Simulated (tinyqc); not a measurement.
Stretching all distances: RHF, UHF, MP2, CISD and CCSD against full CI in the sto-3g basis, for BeH2, spin multiplicity 1. Computed by the program tinyqc with PySCF. All coordinates are multiplied by the scale. c0^2 is the weight of the RHF determinant in the lowest singlet FCI state (UHF is spin-contaminated and may lie near states of higher spin) and n(LUMO) the first natural occupation beyond the occupied space.

Geometry (angstrom):
```
atom,x,y,z
Be,0.0000,0.0000,0.0000
H,0.0000,1.2810,0.1380
H,0.0000,-1.2840,0.1380
```

Full CI energy (hartree) and errors against it (kcal/mol):
```
scale,distance 1-2 (angstrom),E(FCI),RHF,UHF,MP2,CISD,CCSD,<S^2> UHF,c0^2,n(LUMO)
0.9700,1.2498,-15.590521,20.0898,20.0898,6.5194,0.3968,0.2157,0.0000,0.9758,0.0236
1.1900,1.5332,-15.567946,28.9732,28.9732,10.7140,0.8748,0.4077,0.0000,0.9561,0.0492
1.4100,1.8167,-15.495268,43.9615,43.9615,18.3229,2.2820,0.9742,0.0000,0.9122,0.1077
1.8500,2.3836,-15.364331,101.5788,34.8573,50.6203,13.0791,4.8841,1.2255,0.6399,0.5067
```

Estimate the missing row, scale = 1.63.

Computed row:
```
scale   distance 1-2 (angstrom)      E(FCI)      RHF      UHF      MP2    CISD    CCSD  <S^2> UHF    c0^2  n(LUMO)
1.6300                   2.1001  -15.419169  67.2292  47.9831  30.9312  5.9506  2.5203     0.8833  0.8213   0.2372
```

UHF parts from RHF first at scale 1.63 of those listed, where <S^2> leaves zero. The weight c0^2 goes from 0.98 to 0.64 and n(LUMO) from 0.02 to 0.51: static correlation grows as the bonds break into open-shell fragments. The spread of the error along the curve, which distorts its shape, is CCSD 4.7, CISD 12.7, UHF 27.9, MP2 44.1, RHF 81.5 kcal/mol. The table stops here: at scale 2.07 and beyond, the reference weight falls under 0.45 or RHF, UHF or CCSD hop between solutions, so those rows were left out and the spreads given cover only the rows shown. As computed, partly on other solutions, the errors there reach in size RHF 190, UHF 29, MP2 85, CISD 19, CCSD 3 kcal/mol.
